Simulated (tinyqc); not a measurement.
Inside a calculation. Model: a chain with uneven site energies and dephasing by Buettiker voltage probes.

Computed by the program tinyqc: `OMP_NUM_THREADS=1 python tinyqc.py 2700125 2700126 out.jsonl`, one thread of a shared Intel Xeon 2.30GHz, about 0.01 s for the whole run. Printed values are rounded.

Sites 1 to 3 form a chain with hopping -t. Lead L joins site 1 and lead R site 3, both semi-infinite chains with hopping -t and site energy 0. Every site carries a probe with self-energy -i Gamma_p/2 that draws no net current. Linear response at zero temperature: mu_L = 1, mu_R = 0 in units of the bias.

Inputs (values chosen for the exercise): hopping (matrix element -t) t = 1.6 eV; site energies 1 to N U = [-1.54, -1.3, -1.42] eV; Fermi energy E = 0.11 eV; probe broadening Gamma_p gp = 0.56 eV.

Constants: q = 1.602176634e-19 C, h = 6.62607015e-34 J s. Results are converted to the units shown.

## Green function

Sigma = t^2 g(E), g(x) = (x - i sqrt(4 t^2 - x^2))/(2 t^2) for |x| < 2 t and (x - sign(x) sqrt(x^2 - 4 t^2))/(2 t^2) otherwise; Gamma = -2 Im Sigma; G = (E - H - Sigma_L - Sigma_R + i Gamma_p/2)^(-1).

Sigma = 0.05500-1.59905i eV
Gamma = 3.19811 eV

G (1/eV):

|  | 1 | 2 | 3 |
|---|---|---|---|
| 1 | 0.044326-0.282245i | 0.249342+0.229306i | -0.223930+0.036534i |
| 2 | 0.249342+0.229306i | 0.020736-0.521418i | 0.266137+0.226565i |
| 3 | -0.223930+0.036534i | 0.266137+0.226565i | 0.029046-0.282769i |

## Transmissions between terminals

With Gamma the broadening by one lead, T_RL = Gamma^2 |G_(3,1)|^2, T_pL = Gamma Gamma_p |G_(p,1)|^2, T_pR = Gamma Gamma_p |G_(p,3)|^2, T_pq = Gamma_p^2 |G_(p,q)|^2 for p != q.

T_RL = 0.526527

| probe | T_pL | T_pR |
|---|---|---|
| 1 | 0.146189 | 0.092197 |
| 2 | 0.205515 | 0.218782 |
| 3 | 0.092197 | 0.144712 |

T_pq:

|  | 1 | 2 | 3 |
|---|---|---|---|
| 1 | 0.0000000 | 0.0359863 | 0.0161440 |
| 2 | 0.0359863 | 0.0000000 | 0.0383096 |
| 3 | 0.0161440 | 0.0383096 | 0.0000000 |

## Probe potentials and effective transmission

No current into probe p: W mu = T_pL with W_pp = T_pL + T_pR + sum_q T_pq and W_pq = -T_pq. Then T_eff = T_RL + sum_p T_pR mu_p, and the resistance is (h/2q^2)/T_eff.

W:

|  | 1 | 2 | 3 |
|---|---|---|---|
| 1 | 0.290516 | -0.035986 | -0.016144 |
| 2 | -0.035986 | 0.498593 | -0.038310 |
| 3 | -0.016144 | -0.038310 | 0.291362 |

mu_p, probe 1 to 3: [0.586377, 0.486233, 0.412856]
T_eff = 0.746713
resistance = 17.2843 kohm

Without probes the transmission is 0.9860. With them, 70.5 % of the current crosses without entering a probe.

## Current at both leads

In units of (2 q^2/h) times the bias, T_RL + sum_p T_pL (1 - mu_p) leaves L and T_RL + sum_p T_pR mu_p enters R.

current leaving L = 0.746713
current entering R = 0.746713

The two are equal: the probes conserve the current.
